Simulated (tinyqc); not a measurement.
Decay of LO phonons and the hot-phonon bottleneck in the cooling of electrons: one step, computed by the program tinyqc. Command: `OMP_NUM_THREADS=1 python tinyqc.py 3009334 3009335 out.jsonl hotphonon walk`. One thread of a shared host (Intel(R) Xeon(R) Processor @ 2.30GHz), about 0.01 s of CPU time with the checks.

n(E, T) = 1/(exp(E/(k_B T)) - 1) is the Bose occupation. Electrons have a temperature T_e; the LO modes within their reach share one occupation N; the decay products stay at the lattice temperature.

Question. Electron and phonon temperatures in closed form. Net emission per electron: [(N + 1) x - N]/tau_sp with x = exp(-hbar omega/(k_B T_e)), a simple two-level balance; steady state of the modes: n [(N + 1) x - N]/tau_sp = N_m (N - N_0)/tau; power per electron P = hbar omega [(N + 1) x - N]/tau_sp. With p = P tau_sp/(hbar omega): N = N_0 + r p and x = (p + N)/(N + 1); without hot phonons N = N_0. The mode temperature T_LO solves n(hbar omega, T_LO) = N.

Inputs (values chosen for the exercise, modelled on indium arsenide): LO energy hbar omega = 30.8 meV; lattice temperature T = 400 K; power supplied per electron P = 0.54 nW.

Decay channel: two equal phonons (Klemens).

emission time tau_sp = 208.0007 fs

equilibrium LO occupation N_0 = 0.6926241

bottleneck ratio r = 0.1549471

Constants: e = 1.602176634e-19 C; k_B = 8.617333262e-05 eV/K.

Give: reduced power p; LO occupation N; electron temperature T_e; T_e without hot phonons; mode temperature T_LO.

Answer.

reduced power p = 0.02276

LO occupation N = 0.6962

electron temperature T_e = 416.4 K

T_e without hot phonons = 415.0 K

mode temperature T_LO = 401.3 K
